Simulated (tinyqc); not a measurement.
Rigid-ion and shell models of the dielectric response of an ionic crystal: one step, computed by the program tinyqc. Command: `OMP_NUM_THREADS=1 python tinyqc.py 3018567 3018568 out.jsonl shell walk`. One thread of a shared host (Intel(R) Xeon(R) Processor @ 2.30GHz), about 0.01 s of CPU time with the checks.

Charges +Z and -Z; 4 nearest neighbours, Madelung constant M = 1.638055, volume per ion pair Omega = 3.079201 d^3. Energy per pair U = -M Z^2 e2/d + 4 A exp(-d/rho), e2 = e^2/(4 pi eps_0). In the shell model the anion is a core of charge Y - Z and a massless shell of charge -Y, joined by the spring k; the repulsion acts on the shell. Each ion feels the Lorentz field E + (4 pi/3) P (Gaussian units).

Task: Shell model: lattice response. mu lambda_TO = R' - (4 pi e2/(3 Omega)) Z_S^2/(1 - b); mu lambda_LO = mu lambda_TO + 4 pi e2 Z*^2/(eps_inf Omega); eps_s = eps_inf lambda_LO/lambda_TO. lambda in eV/(angstrom^2 u) gives the wavenumber 15.6333042 x 33.35640952 x sqrt(lambda); mu is the reduced mass.

Inputs (values chosen for the exercise, for a model crystal): cation mass = 114 u; anion mass = 32.06 u.

Structure: zinc blende.

anion polarisability alpha_- = 0.5702674 angstrom^3

Szigeti charge Z_S = 1.667170 e

softened spring R' = 14.59951 eV/angstrom^2

b = 0.07911534

eps_inf = 1.257737

Born charge Z* = 1.810400 e

volume Omega = 32.78734 angstrom^3

Constants: e^2/(4 pi eps_0) = 14.39964548 eV angstrom; nu for 1 eV/(angstrom^2 u) = 15.6333042 THz; 1 THz = 33.35640952 1/cm.

Give: mu lambda_TO; omega_TO; omega_LO; eps_s; share of R' left after the dipole term.

Result:

mu lambda_TO = 9.047 eV/angstrom^2

omega_TO = 313.6 1/cm

omega_LO = 504.6 1/cm

eps_s = 3.257

share of R' left after the dipole term = 0.6197

The dipole field cancels 38 % of the short-range spring.
